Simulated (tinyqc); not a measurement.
# Resistance of a tapered via with liner, size effect and interface: several studies

A round via whose diameter grows from db at the bottom as D(z) = db + 2 z/tan(ang). The fill, of diameter D - 2 tl, starts above the bottom liner (thickness fb tl) and has rho = rho0 (1 + ks lam/(D - 2 tl)); the sidewall liner conducts in parallel with it. The bottom liner and the interface are crossed over the full area pi db^2/4. Spreading in the lines above and below is left out.

Inputs (values chosen for the exercise); fill metal close to copper:

| symbol | value | unit | meaning |
|---|---|---|---|
| db | 23 | nm | diameter at the bottom |
| hv | 46 | nm | height |
| ang | 88 | degrees | sidewall angle |
| rho0 | 1.68 | uohm cm | bulk resistivity of the fill |
| lam | 39.5 | nm | mean free path of the fill |
| ks | 0.6 |  | size-effect factor |
| tl | 3 | nm | liner on the sidewall |
| fb | 0.7 |  | liner at the bottom over that on the sidewall |
| rl | 240 | uohm cm | resistivity of the liner |
| ri | 2e-12 | ohm cm^2 | interface resistivity at the bottom |
| Sb | 1.1e15 | S/m^2 | ballistic conductance per area, about 3/(4 rho0 lam) |
| rho2 | 5.41 | uohm cm | bulk resistivity of the second fill (close to molybdenum) |
| lam2 | 11.1 | nm | its mean free path |
| tl2 | 0.2 | nm | its liner |

Each table varies one quantity; the others keep the values above.

## Via resistance against the diameter at the bottom

Slices between z0 = fb tl and hv, evaluated at their midpoints: conductance per length pi/4 [(D - 2 tl)^2/rho + (D^2 - (D - 2 tl)^2)/rl], slice resistance = slice height over that. 2000 slices. R_fill = sum of the slices; R_bottom = rl fb tl/(pi db^2/4); R_interface = ri/(pi db^2/4); ballistic (Sharvin) limit 1/(Sb pi (db - 2 tl)^2/4); ideal cylinder rho0 hv/(pi db^2/4).

Results:
columns A: db (nm); B: R_fill (ohm); C: R_bottom (ohm); D: R_interface (ohm); E: R (ohm); F: ballistic limit (ohm); G: R over ideal cylinder; H: largest part
```
A         B      C        D      E       F      G             H
8.3   392.9  93.15    3.696  489.7   218.8  34.29          fill
11    96.09  53.03    2.105  151.2   46.30  18.60          fill
16    20.87  25.07   0.9947  46.93   11.57  12.21  bottom liner
22    7.023  13.26   0.5261  20.81   4.521  10.23  bottom liner
42    1.076  3.638   0.1444  4.858  0.8931  8.709  bottom liner
58   0.4691  1.908  0.07570  2.452  0.4281  8.384  bottom liner
80   0.2151  1.003  0.03979  1.258  0.2114  8.180  bottom liner
```

Estimate the missing row, db = 30 nm.

Computed row:
columns A: db (nm); B: R_fill (ohm); C: R_bottom (ohm); D: R_interface (ohm); E: R (ohm); F: ballistic limit (ohm); G: R over ideal cylinder; H: largest part
```
A       B      C       D      E      F      G             H
30  2.733  7.130  0.2829  10.15  2.010  9.281  bottom liner
```

With this row back in the table: R falls from 490 to 1.26 ohm. The fill is the largest part at db = 8.3, the bottom liner from 16 on. R goes as db^(-4.17) between the first two rows and db^(-2.08) between the last two; area alone gives -2. For db = 8.3, 16, 22, 30, 42, 58, 80 the ballistic limit exceeds half of R_fill, so the diffusive model understates R.

## Via resistance against the interface resistivity at the bottom

Same model as above.

2000 slices.

The same in every row: R_fill (ohm) = 6.0971; R_bottom (ohm) = 12.131; ballistic limit (ohm) = 4.0052.

Via resistance against the interface resistivity at the bottom:
```
ri (ohm cm^2)  R_interface (ohm)  R (ohm)  R over ideal cylinder  largest part
2e-13                   0.048138   18.276                 9.8255  bottom liner
5e-13                    0.12034   18.348                 9.8644  bottom liner
1e-12                    0.24069   18.468                 9.9291  bottom liner
2e-12                    0.48138   18.709                 10.058  bottom liner
6e-12                     1.4441   19.672                 10.576  bottom liner
1e-11                     2.4069   20.635                 11.094  bottom liner
3e-11                     7.2206   25.448                 13.682  bottom liner
```

Read the table: what changes, and by how much?

R rises from 18.3 to 25.4 ohm. The bottom liner is the largest part at ri = 2e-13 and in all other rows. The share of the two bottom terms goes from 66.6 to 76.0 %. In every row the ballistic limit exceeds half of R_fill, so the diffusive model understates R.

## Two fill metals against the diameter

2000 slices. R_fill = sum of the slices; R_bottom = rl fb tl/(pi db^2/4); R_interface = ri/(pi db^2/4). The second fill has rho2, lam2 and tl2 in place of rho0, lam and tl.

Result of one run:
```
db (nm)  R, first fill (ohm)  R, second fill (ohm)  ratio second/first
100                   0.7951                0.3969              0.4993
```

What becomes of these results when the diameter at the bottom db is changed from 100 to 35 nm, all else the same?

Result of the changed run:
```
db (nm)  R, first fill (ohm)  R, second fill (ohm)  ratio second/first
35                     7.212                 3.414              0.4734
```

The whole series:
```
db (nm)  R, first fill (ohm)  R, second fill (ohm)  ratio second/first
8.5                    438.3                 67.96              0.1551
12                     111.7                 32.45              0.2906
17                     39.85                 15.48              0.3885
24                     16.92                 7.493              0.4428
35                     7.212                 3.414              0.4734
49                     3.498                 1.704              0.4873
70                     1.657                0.8207              0.4951
100                   0.7951                0.3969              0.4993
```

The ratio goes from 0.155 to 0.499. The second fill gives the lower R in every row.

tinyqc, about 0.01 s, one thread, Intel Xeon 2.30GHz (shared host): `OMP_NUM_THREADS=1 python tinyqc.py 2750164 2750165 out.jsonl`
